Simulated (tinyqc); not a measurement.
Velocity overshoot from momentum and energy balance equations after a field step: one step, computed by the program tinyqc.

At t = 0 the field jumps from 0 to F in a uniform sample. v is the drift velocity and u = w - (3/2) k_B T the excess energy per carrier.

Question. First four steps. dv/dt = e F/m - v/tau_m(u), du/dt = e F v - u/tau_E, tau_m(u) = tau_0/(1 + c u), tau_0 = m mu_0/e, c = mu_0/(e tau_E v_s^2); this choice gives the steady state v (1 + mu_0 F v/v_s^2) = mu_0 F, which saturates at v_s. Step: v_new = v + dt (e F/m - v/tau_m(u)), u_new = u + dt (e F v - u/tau_E). Start v = u = 0; the distance adds dt (v + v_new)/2.

Inputs (values chosen for the exercise, modelled on electrons in germanium except for tau_E): energy relaxation time tau_E = 0.36 ps; field after the step F = 8.4 kV/cm; lattice temperature T = 300 K; time step dt = 8.3 fs.

Scheme: explicit Euler.

c = 249.8356 1/eV

tau_0 = 259.2647 fs

acceleration e F/m = 0.01231174 1e7 cm/s per fs

Give: Steps.

Answer.

Steps:
```
step  t (fs)  v (1e7 cm/s)     u (eV)  tau_m (fs)
1        8.3        0.1022          0       259.3
2       16.6        0.2011  7.125e-05       254.7
3       24.9        0.2967  2.098e-04       246.4
4       33.2        0.3889  4.119e-04       235.1
```

After the first step u is still 0, below the drift energy m v^2/2, because the explicit scheme uses the old v: an error of the finite time step.
